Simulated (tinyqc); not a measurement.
# Exponent and activation energy from three stresses

Question. Oxide breakdown follows t63 = a V^(-n) exp(Ea q/(kB T)). Find n, Ea and the E-model slope gamma = n/E (cm/MV) at the higher voltage, E = V/tox.

Parameters, values chosen for the exercise: oxide thickness tox = 6.3 nm.

Constants: q = 1.602176634e-19 C, kB = 1.380649e-23 J/K. Results are converted to the units shown.

t63 at (6.13 V, 373 K), (8.36 V, 373 K) and (8.36 V, 398 K) (s): 9.2852917e7  116.39368  20.048875

Solution. The two voltages give n and the two temperatures Ea.

n = 43.80
Ea = 0.9000 eV
gamma = 3.301 cm/MV

Numbers from tinyqc (`OMP_NUM_THREADS=1 python tinyqc.py 2070112 2070113 out.jsonl`; about 0.01 s on one thread of a shared Intel Xeon 2.30GHz).
